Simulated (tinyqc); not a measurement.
CID on RHF in the 6-31g basis, for H2, spin multiplicity 1, step by step. One step of it, computed by the program tinyqc.

Problem. CID: determinants and Hamiltonian. Slater-Condon rules over spin orbitals, with the nuclear repulsion added and E(HF) subtracted on the diagonal.

one-electron integrals over orbitals h = C^T H C (hartree):
```
           1          2          3         4
1  -1.105768   0.000000  -0.137217  0.000000
2   0.000000  -0.601810   0.000000  0.195192
3  -0.137217   0.000000  -0.022043  0.000000
4   0.000000   0.195192   0.000000  0.133314
```

Two-electron integrals over orbitals (pq|rs), unique and non-zero (hartree):
```
(11|11) 0.573862    (21|21) 0.104885    (22|11) 0.439753    (22|22) 0.399220
(31|11) 0.137217    (31|22) 0.066368    (31|31) 0.095646    (32|21) 0.006308
(32|32) 0.036327    (33|11) 0.506350    (33|22) 0.399618    (33|31) 0.118634
(33|33) 0.471280    (41|21) -0.080778   (41|32) -0.046195   (41|41) 0.112899
(42|11) -0.137985   (42|22) -0.070435   (42|31) -0.080502   (42|33) -0.116396
(42|42) 0.080932    (43|21) -0.115992   (43|32) -0.032992   (43|41) 0.125444
(43|43) 0.168372    (44|11) 0.577003    (44|22) 0.447706    (44|31) 0.173320
(44|33) 0.533115    (44|42) -0.163432   (44|44) 0.639988
```

nuclear repulsion = 0.53942631 hartree

Hartree-Fock energy = -1.09824672 hartree

Give: determinants; H - E(HF) between determinants.

Solution.

Occupation strings over the orbitals (2 doubly, a alpha, b beta, 0 empty; spin orbitals ordered 1a 1b 2a 2b ...): 2000 0200 0ab0 0a0b 0ba0 0020 00ab 0b0a 00ba 0002

H - E(HF) between determinants (hartree):
```
         2000     0200     0ab0     0a0b     0ba0     0020     00ab     0b0a
2000   0.0000   0.1049   0.0000  -0.0808   0.0000   0.0956   0.0000   0.0808
0200   0.1049   0.8333   0.0000   0.1248   0.0000   0.0363   0.0000  -0.1248
0ab0   0.0000   0.0000   1.4134   0.0000  -0.0363   0.0000  -0.0330   0.0000
0a0b  -0.0808   0.1248   0.0000   1.6169   0.0000  -0.0330   0.0000  -0.0809
0ba0   0.0000   0.0000  -0.0363   0.0000   1.4134   0.0000  -0.0788   0.0000
0020   0.0956   0.0363   0.0000  -0.0330   0.0000   2.0649   0.0000   0.0330
00ab   0.0000   0.0000  -0.0330   0.0000  -0.0788   0.0000   2.2821   0.0000
0b0a   0.0808  -0.1248   0.0000  -0.0809   0.0000   0.0330   0.0000   1.6169
00ba   0.0000   0.0000  -0.0788   0.0000  -0.0330   0.0000  -0.1684   0.0000
0002   0.1129   0.0809   0.0000   0.0318   0.0000   0.1684   0.0000  -0.0318

         00ba     0002
2000   0.0000   0.1129
0200   0.0000   0.0809
0ab0  -0.0788   0.0000
0a0b   0.0000   0.0318
0ba0  -0.0330   0.0000
0020   0.0000   0.1684
00ab  -0.1684   0.0000
0b0a   0.0000  -0.0318
00ba   2.2821   0.0000
0002   0.0000   2.5443
```
